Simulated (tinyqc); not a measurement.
Propagation of a band-gap error through k.p and effective-mass formulas: one step. Far from the edge the relative error shrinks. Five cases, with inputs chosen for the exercise.

Question. Two-level dispersion E(k) = sqrt(E^2/4 + Ep c k^2) - E/2 at k/4, k, 4k for both gaps, c = hbar^2/2m0.

Constants: hbar^2/2m0 = 3.80998211 eV angstrom^2.

Case 1.

Values chosen (reference values near those of InSb, gap at low temperature; the results hold for these values, not for the real material):
- Eg = 0.239 eV (gap at Gamma to the s-like level)
- Eg2 = 0.088 eV (a wrong gap)
- Ep = 23.1 eV (Kane energy)
- k = 0.043 1/angstrom (wave vector)

Case 2.

Values chosen (reference values near those of ZnSe, gap at low temperature; the results hold for these values, not for the real material):
- Eg = 2.789 eV (gap at Gamma to the s-like level)
- Eg2 = 1.311 eV (a wrong gap, of the size a semi-local functional can give)
- Ep = 24.6 eV (Kane energy)
- k = 0.029 1/angstrom (wave vector)

Case 3.

Values chosen (reference values near those of InSb, gap at low temperature; the results hold for these values, not for the real material):
- Eg = 0.234 eV (gap at Gamma to the s-like level)
- Eg2 = 0.19 eV (a wrong gap, of the size a hybrid functional can give)
- Ep = 23 eV (Kane energy)
- k = 0.026 1/angstrom (wave vector)

Case 4.

Values chosen (reference values near those of InAs, gap at low temperature; the results hold for these values, not for the real material):
- Eg = 0.412 eV (gap at Gamma to the s-like level)
- Eg2 = 0.198 eV (a wrong gap)
- Ep = 21.9 eV (Kane energy)
- k = 0.034 1/angstrom (wave vector)

Case 5.

Values chosen (reference values near those of GaAs, gap at low temperature; the results hold for these values, not for the real material):
- Eg = 1.49 eV (gap at Gamma to the s-like level)
- Eg2 = 0.566 eV (a wrong gap, of the size a semi-local functional can give)
- Ep = 26 eV (Kane energy)
- k = 0.017 1/angstrom (wave vector)

Give: Energies above the edge.

Answer.

Case 1.

Energies above the edge:
```
k (1/angstrom),at Eg (eV),at Eg2 (eV),ratio
0.01075,0.0369,0.0660,1.791
0.04300,0.3012,0.3618,1.201
0.17200,1.4985,1.5702,1.048
```

The ratio tends to Eg/Eg2 = 2.72 at k = 0 and goes from 1.791 to 1.048: at large k both curves approach the same slope sqrt(Ep c), while their distance in eV grows towards |Eg - Eg2|/2.

Case 2.

Energies above the edge:
```
k (1/angstrom),at Eg (eV),at Eg2 (eV),ratio
0.00725,0.0018,0.0037,2.123
0.02900,0.0280,0.0576,2.058
0.11600,0.3960,0.6448,1.628
```

The ratio tends to Eg/Eg2 = 2.13 at k = 0 and goes from 2.123 to 1.628: at large k both curves approach the same slope sqrt(Ep c), while their distance in eV grows towards |Eg - Eg2|/2.

Case 3.

Energies above the edge:
```
k (1/angstrom),at Eg (eV),at Eg2 (eV),ratio
0.00650,0.0149,0.0178,1.198
0.02600,0.1530,0.1663,1.086
0.10400,0.8636,0.8832,1.023
```

The ratio tends to Eg/Eg2 = 1.23 at k = 0 and goes from 1.198 to 1.023: at large k both curves approach the same slope sqrt(Ep c), while their distance in eV grows towards |Eg - Eg2|/2.

Case 4.

Energies above the edge:
```
k (1/angstrom),at Eg (eV),at Eg2 (eV),ratio
0.00850,0.0141,0.0268,1.896
0.03400,0.1667,0.2270,1.362
0.13600,1.0533,1.1472,1.089
```

The ratio tends to Eg/Eg2 = 2.08 at k = 0 and goes from 1.896 to 1.089: at large k both curves approach the same slope sqrt(Ep c), while their distance in eV grows towards |Eg - Eg2|/2.

Case 5.

Energies above the edge:
```
k (1/angstrom),at Eg (eV),at Eg2 (eV),ratio
0.00425,0.0012,0.0031,2.620
0.01700,0.0190,0.0467,2.463
0.06800,0.2615,0.4506,1.723
```

The ratio tends to Eg/Eg2 = 2.63 at k = 0 and goes from 2.620 to 1.723: at large k both curves approach the same slope sqrt(Ep c), while their distance in eV grows towards |Eg - Eg2|/2.

Computed by tinyqc, one run a case: `OMP_NUM_THREADS=1 python tinyqc.py N N+1 out.jsonl` with N = 1880728, 1880906, 1880907, 1881021, 1881093; one thread of a shared Intel(R) Xeon(R) Processor @ 2.30GHz, about 0.01 s a run at most.
